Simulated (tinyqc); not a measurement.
Worked calculation: RHF in the 6-31g basis, for H3+, spin multiplicity 1. One step of it, computed by the program tinyqc.

Problem. Iteration 1: diagonalisation and new density. Diagonalise F' = X^T F X, C = X C', fill 1 alpha and 1 beta electrons from the bottom; D = 2 C_occ C_occ^T. Each column has its largest component positive (the first on a tie).

Fock matrix F (hartree), lower triangle:
```
           1H 1s      1H 2s      2H 1s      2H 2s      3H 1s      3H 2s
1H 1s  -0.291715
1H 2s  -0.653751  -0.656834
2H 1s  -0.411733  -0.512451  -0.291715
2H 2s  -0.512451  -0.607644  -0.653751  -0.656834
3H 1s  -0.352727  -0.468907  -0.352727  -0.468907  -0.279838
3H 2s  -0.478944  -0.583009  -0.478944  -0.583009  -0.629100  -0.636605
```

X, lower triangle:
```
           1H 1s      1H 2s      2H 1s      2H 2s      3H 1s     3H 2s
1H 1s   1.258364
1H 2s  -0.515142   1.703691
2H 1s   0.000283   0.009429   1.258364
2H 2s   0.009429  -0.442994  -0.515142   1.703691
3H 1s   0.015752   0.007713   0.015752   0.007713   1.257991
3H 2s   0.012517  -0.369761   0.012517  -0.369761  -0.512440  1.644888
```

Give: F' = X^T F X; orbital energies; coefficients C; D after iteration 1.

Solution.

F' = X^T F X (hartree), lower triangle:
```
         1        2        3        4        5        6
1   0.1902
2  -0.5634  -0.0144
3  -0.1727  -0.1191   0.1902
4  -0.1191  -0.1390  -0.5634  -0.0144
5  -0.1203  -0.1115  -0.1203  -0.1115   0.1785
6  -0.1106  -0.1329  -0.1106  -0.1329  -0.5496  -0.0272
```

orbital energies (hartree): MO1 -0.9819, MO2 -0.2578, MO3 -0.2163, MO4 0.6039, MO5 0.6513, MO6 0.7038

coefficients C:
```
          MO1      MO2      MO3      MO4      MO5      MO6
1H 1s  0.2803  -0.1551   0.2472   0.7336   0.5288  -0.9316
1H 2s  0.2018  -0.4834   0.9786  -0.5575  -0.6886   1.2182
2H 1s  0.2803  -0.1551  -0.2472   0.7336   0.5288   0.9316
2H 2s  0.2018  -0.4834  -0.9786  -0.5575  -0.6886  -1.2182
3H 1s  0.2619   0.3097   0.0000   0.7618  -1.0492   0.0000
3H 2s  0.1936   1.0128   0.0000  -0.5529   1.3686   0.0000
```

D after iteration 1, lower triangle:
```
        1H 1s   1H 2s   2H 1s   2H 2s   3H 1s   3H 2s
1H 1s  0.1571
1H 2s  0.1131  0.0815
2H 1s  0.1571  0.1131  0.1571
2H 2s  0.1131  0.0815  0.1131  0.0815
3H 1s  0.1468  0.1057  0.1468  0.1057  0.1372
3H 2s  0.1085  0.0781  0.1085  0.0781  0.1014  0.0749
```
